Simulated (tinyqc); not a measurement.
Phonon-assisted absorption at an indirect gap, step by step. Values are carried at full precision from step to step, so a last printed digit may differ when a step is redone from the rounded ones.

alpha(E) = sum_j A_j [N_j (E - Eg + w_j)^2 + (N_j + 1)(E - Eg - w_j)^2], each bracket counted only where its base is positive; N_j = 1/(exp(w_j/kB T) - 1). The first term absorbs a phonon and the second emits one; excitons and direct transitions are left out.

Constants: kB = 8.617333262e-05 eV/K.

Values chosen for the exercise (loosely those of Si at room temperature; Eg is not tied to T; not measured data):
```
symbol  value         unit         meaning
Eg      1.133         eV           indirect gap, held fixed unless listed
w       (57.5, 18.4)  meV          two zone-edge phonons
A       (2700, 560)   1/(cm eV^2)  their strengths
T       500           K
E       1.477         eV           photon energy
nr      3.56                       refractive index
d       23            micrometre   thickness
xj      0.11          micrometre   dead layer at the surface
W       1.1           micrometre   depleted width
L       4.1           micrometre   minority diffusion length below it
```

## The four branches at one energy

Evaluate the occupations and each term.

N_j: 0.3574  1.877

terms with phonon absorption (1/cm): 155.5  138.1

terms with phonon emission (1/cm): 300.8  170.8

alpha = 765.2 1/cm
wavelength hc/E (hc = 1239.841984 eV nm) = 839.4 nm

Phonon absorption supplies 38.4 % of alpha; the depth 1/alpha is 13.1 micrometre.

## What a slab does with it

Slab of thickness d in air, incoherent passes: R = ((nr - 1)/(nr + 1))^2, x = exp(-alpha d); transmitted Tr = (1 - R)^2 x/(1 - R^2 x^2), reflected Rt = R + (1 - R)^2 R x^2/(1 - R^2 x^2), absorbed Ab = (1 - R)(1 - x)/(1 - R x).

d in cm is 1e-4 times the value in micrometres.

R = 0.3152
x = 0.1720
Tr = 0.0809
Rt = 0.3196
Ab = 0.5995

A single pass would absorb (1 - R)(1 - x) = 0.5670; the back face adds 0.0325.

## Quantum efficiency of a diode

Photodiode (Gaertner form with a dead layer): QE = (1 - R) exp(-alpha xj) [1 - exp(-alpha W)/(1 + alpha L)], R = ((nr - 1)/(nr + 1))^2; responsivity = QE/E in A/W for E in eV.

Evaluate the factors; 1 micrometre = 1e-4 cm.

passes the dead layer = 0.9916
collected share = 0.3003
QE = 0.2039
responsivity = 0.1381 A/W

Without diffusion from below the collected share would be 0.0807.

## Checks

- Tr + Rt + Ab against 1: both 1.000000.

Run: tinyqc, `OMP_NUM_THREADS=1 python tinyqc.py 1650591 1650592 out.jsonl`; Intel(R) Xeon(R) Processor @ 2.30GHz, one thread, shared host; about 0.01 s of CPU time with all checks.
